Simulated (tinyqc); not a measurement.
Power law or saturation: oxide trap near a transistor channel: two-state multiphonon kinetics, telegraph noise and bias instability. Computed by tinyqc, a small Python program. Command: `OMP_NUM_THREADS=1 python tinyqc.py 3010793 3010794 out.jsonl oxidetrap walk`. One thread of a shared host (Intel(R) Xeon(R) Processor @ 2.30GHz), about 0.01 s of CPU time with the checks.

An n-channel device under positive gate bias. The trap is empty (state 1) or holds an electron (state 2); both states are parabolas of equal curvature, and the electron reservoir is taken at the Fermi level of the channel.

Inputs (values chosen for the exercise, with an insulator like HfO2 on silicon):
```
quantity                           value  unit
attempt rate k_0 at the interface  2e+12   1/s
temperature T                        450     K
mean capture barrier mu_c            1.4    eV
spread of the barriers s_c          0.15    eV
saturation shift dV_max               83    mV
```

Parts treated: one trap and an ensemble.

Constants: k_B = 8.617333262e-05 eV/K.

Method. For a normal spread of capture barriers (given for the stress field, with depth and field not resolved, k_0 being taken as the effective rate of the ensemble), traps with barrier below k_B T ln(k_0 t) are filled: dV(t) = (dV_max/2) erfc((mu_c - k_B T ln(k_0 t))/(sqrt(2) s_c)); local exponent n = d ln dV/d ln t (central difference, factor 1.01 in t). The extrapolation continues the power law fitted through 10 s and 1000 s.

Against stress time:
```
t (s)     shift (mV)  local exponent  power law (mV)  shift at T + 50 K (mV)
1.00e-03  6.0838e-03      1.0424e+00      2.3715e-01              6.0785e-02
1.00e-01  3.7991e-01      7.5482e-01      1.2425e+00              2.6169e+00
1.00e+01  6.5098e+00      4.8273e-01      6.5098e+00              2.4567e+01
1.00e+03  3.4106e+01      2.4470e-01      3.4106e+01              6.5098e+01
1.00e+05  6.9124e+01      7.7713e-02      1.7869e+02              8.1552e+01
1.00e+07  8.1710e+01      1.0255e-02      9.3622e+02              8.2975e+01
3.00e+08  8.2900e+01      1.0316e-03      3.1813e+03              8.3000e+01
```

What does the comparison show, and why?

The exponent falls from 1.042 to 0.001 as the front climbs the distribution, so the power law overstates the shift at 3e8 s (about ten years) by a factor 38.4. Heating by 50 K raises the shift at 1000 s by a factor 1.91: time and temperature enter only through T ln(k_0 t).
